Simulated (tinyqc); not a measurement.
A barrier in a uniform field, exact transmission by Airy functions: one step of the calculation.

The left lead has its band edge at 0, the barrier edge falls as U(x) = U0 - F x with F = V/d for 0 < x < d, and the right lead has its edge at -V. No transverse momentum; C = hbar^2/(2 m0); psi and psi'/m are continuous. M carries (psi, psi'/m) across the barrier.

Task. Scaled variables. Energy scale e = (C F^2/m1)^(1/3), z(x) = (U(x) - E)/e, s = (dz/dx)/m1 = -F/(e m1); v = k/m in a lead. vL = sqrt(mL E/C)/mL, vR = sqrt(mR (E + V)/C)/mR.

Inputs (values chosen for the exercise); masses and offsets close to those of GaN wells and AlGaN barriers; the mass of the right lead is set freely: mass in the left lead mL = 0.2 m0; barrier edge at x = 0 U0 = 0.61 eV; mass in the barrier m1 = 0.26 m0; electron energy E = 0.18 eV; barrier width d = 2.9 nm; voltage across the barrier V = 0.34 V; mass in the right lead mR = 0.24 m0.

Constants: q = 1.602176634e-19 C, hbar = 1.054571817e-34 J s, m0 = 9.1093837015e-31 kg, hbar^2/(2 m0) = 0.0380998212 eV nm^2. Results are converted to the units shown.

Give: F; e; z1; z2; s; vL; vR.

Result.

F = 0.11724 V/nm
e = 0.12629 eV
z1 = 3.4048
z2 = 0.71264
s = -3.5706 1/nm
vL = 4.8603 1/nm
vR = 7.5411 1/nm

Both z are positive: the whole barrier is forbidden.

Range of the model: Masses are held fixed, although real bands cease to be parabolic a few tenths of an eV from their edges.

tinyqc, about 0.01 s, one thread, Intel Xeon 2.30GHz (shared host): `OMP_NUM_THREADS=1 python tinyqc.py 2580108 2580109 out.jsonl`
